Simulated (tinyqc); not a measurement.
Reset of a mushroom phase-change cell, hemispherical electro-thermal model: two steps of the calculation.

Current spreads from a hemispherical contact of radius r0 into a large dome with constant rho and ka: j = I/(2 pi r^2). With s = r0/r the steady rise is T - T0 = c (b s - s^2), c = I^2 rho/(8 pi^2 ka r0^2). The heat lost through the heater, (T(r0) - T0)/Rh, fixes b = (2 + g)/(1 + g), g = 1/(2 pi ka r0 Rh).

Values chosen for this exercise; values of the order of Ge-Sb-Te and related chalcogenides:
```
symbol,value,unit,meaning
T0,300,K,ambient temperature
Tm,887,K,melting point
r0,13,nm,radius of the heater contact
rho,1.4,mohm cm,resistivity of the hot chalcogenide
ka,0.74,W/(m K),its thermal conductivity
Rh,5,K/uW,thermal resistance of the path through the heater
I,1200,uA,reset current
```

Problem 1. Constants and melting current. The peak lies at s = b/2 with the rise c b^2/4; melting starts at the current where that equals Tm - T0, and the molten shell spans the roots of s^2 - b s + (Tm - T0)/c = 0 (s at most 1). Electrical resistance rho/(2 pi r0).

Give: g; b; resistance; radius of the peak; melting current; power at that current.

Solution 1.

g = 3.309
b = 1.232
resistance = 0.1714 kohm
radius of the peak = 21.10 nm
melting current = 1044 uA
power at that current = 187.0 uW

Problem 2. Temperature profile and molten shell. 

r, point 0 to 7 (nm): 13  14.9  17.6  20.8  26  33.8  45.5  65
b = 1.2320813

Wanted: c; T; peak T; inner radius of the melt; outer radius of the melt.

Solution 2.

c = 2041.7 K
T, point 0 to 7 (K): 773.83  940.56  1044.1  1074.7  1047.3  965.47  852.04  721.43
peak T = 1074.8 K
inner radius of the melt = 14.140 nm
outer radius of the melt = 41.569 nm

The melt is a shell that starts 1.14 nm from the contact, since the heater draws heat from the interface.

Range of the model: Constant properties, no latent heat, thermoelectric terms, boundary resistance or heating in the heater itself.

Numbers from tinyqc (`OMP_NUM_THREADS=1 python tinyqc.py 2490065 2490066 out.jsonl`; about 0.01 s on one thread of a shared Intel Xeon 2.30GHz).
